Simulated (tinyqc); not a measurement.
# Polarisation charge from two barrier thicknesses

Problem. VT = phiB - dEc - q sigma d/(eps0 eps_r). Find sigma, phiB - dEc and the thickness at which VT = 0.

Parameters, values chosen for the exercise: relative permittivity of barrier and channel eps_r = 9.6.

Constants: q = 1.602176634e-19 C, eps0 = 8.8541878128e-14 F/cm where lengths are in cm. Results are converted to the units shown.

VT for d = 30 and 40 nm (V): -8.8296386  -12.041071

Answer. VT is linear in d.

sigma = 1.704e13 cm^-2
phiB - dEc = 0.8047 V
thickness for VT = 0 = 2.506 nm

tinyqc, about 0.02 s, one thread, Intel Xeon 2.30GHz (shared host): `OMP_NUM_THREADS=1 python tinyqc.py 2570007 2570008 out.jsonl`
